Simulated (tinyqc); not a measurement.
Gate-all-around wire, scale length and short-channel effects: two steps of the calculation.

A round wire of diameter ts in an insulator shell of thickness ti under a surrounding gate. Below threshold the potential that source and drain add obeys Laplace's equation and vanishes on the gate. Its lowest mode decays along the channel as exp(-k y); k is the smallest positive root of the matching condition at the interface, and the scale length is Lambda = pi/k.

Parameters, values chosen for the exercise; permittivities: semiconductor close to that of silicon, insulator close to that of zirconium oxide:
```
symbol,value,unit,meaning
eps_r,11.6,,relative permittivity of the semiconductor
ei,24.7,,relative permittivity of the insulator
ti,4.3,nm,insulator thickness
ts,6,nm,wire diameter
```

Problem 1. Decay constant by Newton steps. f(k) = ei J0(u)[J1(u) Y0(v) - Y1(u) J0(v)] - eps_r J1(u)[J0(u) Y0(v) - Y0(u) J0(v)], u = k ts/2, v = u + k ti; f' by a central difference with +/- 1e-5 1/nm; k(new) = k - f/f'.

k at the start = 0.3525 1/nm

Find: f; f'; k after iteration 1.

Solution 1.

f = 0.9737
f' = -49.78 nm
k after iteration 1 = 0.3721 1/nm

Problem 2. Scale length against simple estimates. Lambda = pi/k and l = 1/k. A parabolic potential across the structure gives l(parabolic) = sqrt([2 eps_r ts^2 ln(1 + 2 ti/ts) + ei ts^2]/(16 ei)).

k = 0.37404229 1/nm

Give: Lambda; l; l(parabolic).

Solution 2.

Lambda = 8.399 nm
l = 2.673 nm
l(parabolic) = 2.032 nm

Computed by the program tinyqc: `OMP_NUM_THREADS=1 python tinyqc.py 2420109 2420110 out.jsonl`, one thread of a shared Intel Xeon 2.30GHz, about 0.01 s for the whole run.
